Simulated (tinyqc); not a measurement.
Changing the step-edge barrier E_s: epitaxial growth on a vicinal surface: Burton-Cabrera-Frank step flow, step-edge barrier and island nucleation. Computed by tinyqc, a small Python program. Command: `OMP_NUM_THREADS=1 python tinyqc.py 3016887 3016888 out.jsonl stepflow sweep`. One thread of a shared host (Intel(R) Xeon(R) Processor @ 2.30GHz), about 0.02 s of CPU time with the checks.

Adatoms land at rate F, hop on a square grid (a simplification for hexagonal faces), desorb, or join steps. Lengths are in units of a and n is the adatom coverage. Steps ascend at x = 0 and descend at x = l.

Inputs (values chosen for the exercise, close to those used for GaN(0001)):
```
quantity                     value      unit
site spacing a                3.19  angstrom
step height h                 2.59  angstrom
diffusion barrier E_d         1.31        eV
desorption energy E_a         2.76        eV
adatom formation energy E_f   1.18        eV
attempt frequency nu            10       THz
deposition rate F            0.041  layers/s
miscut angle                   0.5   degrees
temperature T                  760         C
critical nucleus size i          1         -
```

Constants: k_B = 8.617333262e-05 eV/K.

Method:
- D = nu exp(-E_d/(k_B T)) (a^2/s, nu counted per direction); tau = exp(E_a/(k_B T))/nu; x_s = sqrt(D tau); n_eq = exp(-E_f/(k_B T)); terrace width l = h/(a tan(miscut)); Schwoebel length l_s = exp(E_s/(k_B T)) - 1.
- Temperatures in kelvin are T(C) + 273.15.
- D n'' - n/tau + F = 0 with n(0) = n_eq and -l_s n'(l) = n(l) - n_eq. With u = n - F tau, A = n_eq - F tau, y = l/x_s, s = l_s/x_s: u = A cosh(x/x_s) + B sinh(x/x_s), B = A (1 - cosh y - s sinh y)/(sinh y + s cosh y). Flux into the ascending step J+ = D B/x_s, over the descending one J- = -(D/x_s)(A sinh y + B cosh y); step velocity J+ + J-; growth rate (J+ + J-)/l. For small y: J+ + J- = (F - n_eq/tau) l, J-/J+ = l/(l + 2 l_s).
- The coverage peaks where n' = 0, tanh(x/x_s) = -B/A.

One run for each value; columns: (1) step-edge barrier E_s (eV); (2) J- (atoms per step site and s); (3) J+ (atoms per step site and s); (4) peak coverage; (5) position of the peak (a); (6) Schwoebel length l_s (a):
```
(1)      (2)     (3)         (4)     (5)         (6)
0.00  1.9071  1.9071  1.2648e-05  46.518           0
0.05  1.8918  1.9224  1.2824e-05  46.892  7.5349e-01
0.10  1.8655  1.9487  1.3129e-05  47.533  2.0747e+00
0.15  1.8211  1.9930  1.3653e-05  48.615  4.3915e+00
0.20  1.7482  2.0659  1.4539e-05  50.393  8.4540e+00
0.30  1.4650  2.3490  1.8283e-05  57.299  2.8068e+01
0.40  0.9779  2.8359  2.5847e-05  69.179  8.8377e+01
0.50  0.4836  3.3301  3.4976e-05  81.238  2.7381e+02
```

Describe and explain the trends.

Over the rows, J- (atoms per step site and s) falls from 1.91 to 0.484; J+ (atoms per step site and s) rises from 1.91 to 3.33; peak coverage rises from 1.26e-5 to 3.50e-5. The barrier matters once l_s is comparable with l; in the limit the descending step reflects, the peak moves to x = l and the excess coverage is four times as large when desorption is weak.

Caution (all rows): twice the distance from the ascending step to the coverage peak exceeds the expected island spacing [0.25 (F/D)^(i/(i+2)) exp(E_i/((i+2) k_B T))]^(-1/2) by 40 % or more, so islands nucleate and the step-flow values are formal.

Extremes, crossings and ranges named in words are read from the listed rows.
